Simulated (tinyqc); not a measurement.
Modulation-doped quantum well, Poisson-Schroedinger loop: one step of the calculation.

A well of width L centred at z = 0 between barriers Vb; effective-mass electrons, parabolic bands. The electrons come from donor sheets outside the mesh, a share fL of Ns on the left and the rest on the right, so the structure is neutral. Energies are counted from the band edge of the well, with U = 0 on the first node in the Hartree part.

Question. Levels and probability densities. Tridiagonal Hamiltonian with psi = 0 one step beyond both ends: H_ii = C (1/m_(i-1/2) + 1/m_(i+1/2))/hz^2 + V0_i + U_i, H_(i,i+1) = -C/(m_(i+1/2) hz^2), C = hbar^2/(2 m0). The lowest 3 level(s) are kept, normalised to hz sum |psi|^2 = 1.

Values chosen for this exercise: mesh step hz = 1.1 nm.

Constants: q = 1.602176634e-19 C, hbar = 1.054571817e-34 J s, m0 = 9.1093837015e-31 kg, hbar^2/(2 m0) = 0.0380998212 eV nm^2. Results are converted to the units shown.

| node | fixed potential V0 (eV) | self-consistent potential U at the start (eV) |
|---|---|---|
| 1 | 1.2600000 | 0 |
| 2 | 1.2600000 | 0 |
| 3 | 1.2600000 | 0 |
| 4 | 1.2600000 | 0 |
| 5 | 1.2600000 | 0 |
| 6 | 0.0000000 | 0 |
| 7 | 0.0000000 | 0 |
| 8 | 0.0000000 | 0 |
| 9 | 0.0000000 | 0 |
| 10 | 0.0000000 | 0 |
| 11 | 0.0000000 | 0 |
| 12 | 0.0000000 | 0 |
| 13 | 0.0000000 | 0 |
| 14 | 1.2600000 | 0 |
| 15 | 1.2600000 | 0 |
| 16 | 1.2600000 | 0 |
| 17 | 1.2600000 | 0 |
| 18 | 1.2600000 | 0 |

mass on the intervals 1/2, 3/2, ... (mean of both at an interface) (m0): [0.119, 0.119, 0.119, 0.119, 0.119, 0.07525, 0.0315, 0.0315, 0.0315, 0.0315, 0.0315, 0.0315, 0.0315, 0.07525, 0.119, 0.119, 0.119, 0.119, 0.119]

Find: levels; |psi|^2 of E1; |psi|^2 of E2; |psi|^2 of E3.

Answer.

levels (eV): E1 0.06160, E2 0.28362, E3 0.70455

| node | \|psi\|^2 of E1 (1/nm) | \|psi\|^2 of E2 (1/nm) | \|psi\|^2 of E3 (1/nm) |
|---|---|---|---|
| 1 | 0.00000 | 0.00000 | 0.00000 |
| 2 | 0.00000 | 0.00000 | 0.00001 |
| 3 | 0.00000 | 0.00001 | 0.00011 |
| 4 | 0.00008 | 0.00036 | 0.00167 |
| 5 | 0.00331 | 0.01102 | 0.02464 |
| 6 | 0.06394 | 0.16346 | 0.19246 |
| 7 | 0.10179 | 0.17213 | 0.06122 |
| 8 | 0.13365 | 0.09471 | 0.01398 |
| 9 | 0.15178 | 0.01284 | 0.16045 |
| 10 | 0.15178 | 0.01284 | 0.16045 |
| 11 | 0.13365 | 0.09471 | 0.01398 |
| 12 | 0.10179 | 0.17213 | 0.06122 |
| 13 | 0.06394 | 0.16346 | 0.19246 |
| 14 | 0.00331 | 0.01102 | 0.02464 |
| 15 | 0.00008 | 0.00036 | 0.00167 |
| 16 | 0.00000 | 0.00001 | 0.00011 |
| 17 | 0.00000 | 0.00000 | 0.00001 |
| 18 | 0.00000 | 0.00000 | 0.00000 |

Program tinyqc, `OMP_NUM_THREADS=1 python tinyqc.py 2140027 2140028 out.jsonl`; Intel Xeon 2.30GHz, shared host, one thread, about 0.2 s.
